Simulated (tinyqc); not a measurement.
Two ways to average the couplings: virtual-crystal alloy A(1-x)B(x) in sp3s* tight binding.

sp3s* tight binding, nearest neighbours only: anion (a) at 0, cation (c) at a/4 (1,1,1), orbitals s, px, py, pz, s* on each; k in units of 2 pi/a. With phases e_j = exp(i (pi/2) k.n_j) for n = (1,1,1), (1,-1,-1), (-1,1,-1), (-1,-1,1): g0 = (e1+e2+e3+e4)/4, g1 = (e1+e2-e3-e4)/4, g2 = (e1-e2+e3-e4)/4, g3 = (e1-e2-e3+e4)/4. The diagonal holds the levels Esa, Epa, Exa (s*) and Esc, Epc, Exc. Anion-cation block: <sa|sc> = Vss g0; <sa|xc> = Vsapc g1; <xa|sc> = -Vscpa g1; <xa|xc> = Vxx g0; <xa|yc> = <ya|xc> = Vxy g3, <xa|zc> = <za|xc> = Vxy g2, <ya|zc> = <za|yc> = Vxy g1; <s*a|xc> = Vxapc g1; <xa|s*c> = -Vpaxc g1; y and z take g2 and g3 in place of g1; s-s* and s*-s* vanish.

Virtual crystal: a(x) = (1 - x) aA + x aB (Vegard); the six levels are averaged linearly; the seven couplings follow Harrison's rule, V(x) a(x)^2 = (1 - x) V_A aA^2 + x V_B aB^2. No spin-orbit coupling and no disorder. Gaps are measured from the top of the valence band at Gamma; the Delta value is the minimum on (kx,0,0) for kx from 0.5 to 1.

Parameters, chosen for this exercise (A near a published set for Si, B for Ge; such sets place X and L only to about 0.5 eV; shifted at random, so the results belong to these values and not to a real crystal): aA = 5.433 angstrom (lattice constant of A); aB = 5.661 angstrom (of B); pA = (-4.193, 1.719, -4.193, 1.719, 6.684, 6.684, -8.289, 1.717, 4.58, 5.711, 5.711, 5.393, 5.393) eV (order Esa, Epa, Esc, Epc, Exa, Exc, Vss, Vxx, Vxy, Vsapc, Vscpa, Vxapc, Vpaxc); pB = (-5.883, 1.609, -5.883, 1.609, 6.388, 6.388, -6.756, 1.606, 4.914, 5.471, 5.471, 5.216, 5.216) eV (the same for B).

The gaps with the 1/a^2 rule and with a plain linear average of all thirteen parameters.

Gaps (eV):

| x | Gamma | Delta | L | Gamma, linear | Delta, linear | L, linear |
|---|---|---|---|---|---|---|
| 0.10 | 3.4106 | 1.1153 | 2.2968 | 3.4118 | 1.1154 | 2.3016 |
| 0.25 | 3.2652 | 1.0625 | 2.0276 | 3.2880 | 1.0627 | 2.0376 |
| 0.50 | 2.4521 | 0.9734 | 1.5889 | 2.4820 | 0.9738 | 1.6022 |
| 0.75 | 1.6539 | 0.8829 | 1.1639 | 1.6760 | 0.8833 | 1.1738 |
| 0.90 | 1.1819 | 0.8280 | 0.9160 | 1.1924 | 0.8282 | 0.9207 |

At x = 0.5 the two rules differ by -29.9 (Gamma), -0.4 (Delta) and -13.3 meV (L), with lattice constants 4.20 % apart: in terms of bowing, b = 4 times the sag at x = 0.5, the rule adds +0.120, +0.002 and +0.053 eV. The ends x = 0 and 1 are the same under both rules.

(tinyqc, `OMP_NUM_THREADS=1 python tinyqc.py 1482737 1482738 out.jsonl`, Intel(R) Xeon(R) Processor @ 2.30GHz, 1 thread, shared host, about 0.1 s.)
